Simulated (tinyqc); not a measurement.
Deep trap from a strong local potential in a two-band host (Koster-Slater model with semi-elliptic bands). Changing the impurity potential U. Computed by tinyqc, a small Python program. Command: `OMP_NUM_THREADS=1 python tinyqc.py 3000487 3000488 out.jsonl deeptrap sweep`. One thread of a shared host (Intel(R) Xeon(R) Processor @ 2.30GHz), about 0.02 s of CPU time with the checks.

The valence band spans -2 W_v to 0 and the conduction band E_g to E_g + 2 W_c. The orbital at the impurity site has weight f_v in the valence band and 1 - f_v in the conduction band, each spread as a semi-ellipse (2/(pi W^2)) sqrt(W^2 - x^2) about the band centre. The impurity adds U to this orbital. Spin is left out.

Inputs (values chosen for the exercise, for a model semiconductor): gap E_g = 2.99 eV; half-width of the valence band W_v = 4.7 eV; half-width of the conduction band W_c = 2.8 eV; valence weight f_v of the site orbital = 0.56.

Impurity: attractive, donor-like.

Method. In the gap G(E) = f_v (2/W_v^2)[x - sqrt(x^2 - W_v^2)] - (1 - f_v)(2/W_c^2)[y - sqrt(y^2 - W_c^2)], x = E + W_v, y = E_g + W_c - E. The trap level solves G(E) = 1/U (bisection). With D = -dG/dE = D_v + D_c, D_v = f_v (2/W_v^2)[x/sqrt(x^2 - W_v^2) - 1] and D_c = (1 - f_v)(2/W_c^2)[y/sqrt(y^2 - W_c^2) - 1], the weight on the impurity orbital is 1/(U^2 D) and the conduction-band character is D_c/D.

One run for each value:
```
impurity potential U (eV)  trap level E_t (eV)  weight on the impurity orbital  conduction-band character
-120.0                                  1.5153                        0.001101                    0.57545
-78.0                                   1.5860                        0.002573                    0.59847
-51.0                                   1.6909                        0.005864                    0.63210
-33.0                                   1.8498                        0.013234                    0.68155
-21.0                                   2.0850                        0.028795                    0.75113
-14.0                                   2.3565                        0.051555                    0.82547
-9.1                                    2.6701                        0.076740                    0.90391
-5.9                                    2.9207                        0.069149                    0.96700
```

Over the rows, trap level E_t (eV) rises from 1.52 to 2.92; weight on the impurity orbital goes from 0.00110 through a maximum among these rows, 0.0767 at -9.10, to 0.0691; conduction-band character rises from 0.575 to 0.967.  Left out: -3.80, -2.50 (the potential is below the binding threshold).

Extremes, crossings and ranges named in words are read from the listed rows.
